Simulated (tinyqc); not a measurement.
# From growth rate G back to source 1: carrier flow

Model: precursor delivery and alloy composition in metal-organic vapour-phase epitaxy. Computed by tinyqc, a small Python program. Command: `OMP_NUM_THREADS=1 python tinyqc.py 3022710 3022711 out.jsonl movpe inv`. One thread of a shared host (Intel(R) Xeon(R) Processor @ 2.30GHz), about 0.02 s of CPU time with the checks.

Carrier gas leaves each bubbler saturated. Group-III species cross a boundary layer and react at the surface; element 2 can also desorb. The film is (1)_(1-x) (2)_x V with a zinc-blende cell.

Inputs (values chosen for the exercise, close to those used for InGaAs from TMGa and TMIn): source 1: a in log10(p/torr) = a - b/T = 8.07; source 1: b = 1703 K; source 1: bath temperature = -9 C; source 2: a = 10.52; source 2: b = 3014 K; source 2: bath temperature = 24 C; source 2: carrier flow = 380 sccm; bubbler pressure p_b = 400 torr; group-V hydride flow = 160 sccm; total flow = 17 slm; reactor pressure p = 200 torr; diffusivity D0 at 273.15 K and 760 torr = 0.3 cm^2/s; boundary layer delta = 1.2 cm; prefactor of the surface rate k_s = 6.8e+13 cm/s; energy of k_s = 1.81 eV; prefactor of the loss of element 2 = 1.2e+16 layers/s; energy of the loss = 3.17 eV; lattice constant a = 5.75 angstrom; growth temperature T = 610 C.

Constants: k_B = 1.380649e-23 J/K; k_B = 8.617333262e-05 eV/K.

Method:
- Temperatures in kelvin are T(C) + 273.15.
- Vapour pressure p_v = 10^(a - b/T); precursor flow = carrier flow x p_v/(p_b - p_v); 1 sccm = 44.615 micromol/min; V/III = hydride flow over the sum of both; gas share x_g = F2/(F1 + F2).
- Partial pressure p_i = p F_i/(44615 x total flow in slm); density n_i = p_i/(k_B T), 1 torr = 133.322 Pa; D = D0 (T/273.15)^1.75 (760/p), h = D/delta, the same for both; k_s = prefactor x exp(-energy/(k_B T)); arrival J_i = n_i/(1/h + 1/k_s); in layers per second g_i = J_i a^2/2 (two group-III sites per a^2 on (001)).
- Loss of element 2 is r x with r = prefactor x exp(-energy/(k_B T)). Then x = (g2 - r x)/(g1 + g2 - r x), or r x^2 - (g1 + g2 + r) x + g2 = 0, smaller root; growth rate G = g1/(1 - x) layers/s; one layer is a/2 thick, 1 angstrom/s = 0.36 um/h.
- Distribution coefficient = [x/(1 - x)]/[x_g/(1 - x_g)], x_g = g2/(g1 + g2).

Problem. A run gave the result below. Find the source 1: carrier flow, known to lie between 4.6 and 7.2 sccm.

growth rate G = 4.749387 um/h

Solution.

Each step takes the trial c = (a f_b - b f_a)/(f_b - f_a), f being the result less the target and a, b, c the logarithms of the listed values; c replaces end b, the old b replaces a if the sign of f changed, and otherwise f_a is halved.

Scan of the range:
```
source 1: carrier flow (sccm)  growth rate G (um/h)
4.60                                        4.57104
4.96                                        4.63979
5.34                                        4.71234
5.75                                        4.79063
6.20                                        4.87654
6.68                                        4.96818
7.20                                        5.06745
```

False position (Illinois rule, in the logarithm of the input) inside the bracket:
```
step    end a    end b    trial  growth rate G (um/h)
1     5.34000  5.75000  5.53023               4.74867
2     5.75000  5.53023  5.53393               4.74937
3     5.75000  5.53393  5.53407               4.74940
4     5.53393  5.53407  5.53400               4.74939
```

Growth rate G rises at every point of a 13-point scan of the range (every second point is shown), so one value fits; it is bracketed by 5.34 and 5.75. Answer: source 1: carrier flow = 5.534 sccm.

Caution: the lattice constant is held fixed as x changes, delta does not respond to the flow, both precursors share one D and k_s, and gas-phase side reactions are left out.
